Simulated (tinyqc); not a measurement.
Photoconductance decay in a wafer: bulk and surface recombination modes, and iron detection by pair splitting: one step, computed by the program tinyqc.

Both faces of the wafer have the same S; injection is low and all coefficients are constant. x runs from -W/2 to W/2.

Problem. Effective lifetime. Even modes cos(a x) obey b tan b = S W/(2 D) with b = a W/2, odd modes sin(a x) obey -b cot b = S W/(2 D); each decays at the rate 1/tau_b + D a^2. tau_eff is the decay time of the first mode. The surface time is 1/(D a^2) of that mode; shortcuts for it are W/(2 S), W^2/(pi^2 D) and their sum, whose error is sum/surface time - 1.

Inputs (values chosen for the exercise, modelled on p-type silicon):
```
quantity,value,unit
thickness W,150,micrometre
diffusivity D,32.7,cm^2/s
bulk lifetime tau_b without iron,16,microsecond
surface recombination velocity S,14,cm/s
```

Give: tau_eff; surface time; W/(2 S); W^2/(pi^2 D); error of the sum; tau_eff/tau_b.

Solution.

tau_eff = 15.54 microsecond

surface time = 536.3 microsecond

W/(2 S) = 535.7 microsecond

W^2/(pi^2 D) = 0.6972 microsecond

error of the sum = 0.02306 %

tau_eff/tau_b = 0.9710

The surfaces are slow against diffusion, so W/(2 S) is the larger part. tau_eff is within 2.9 % of tau_b.
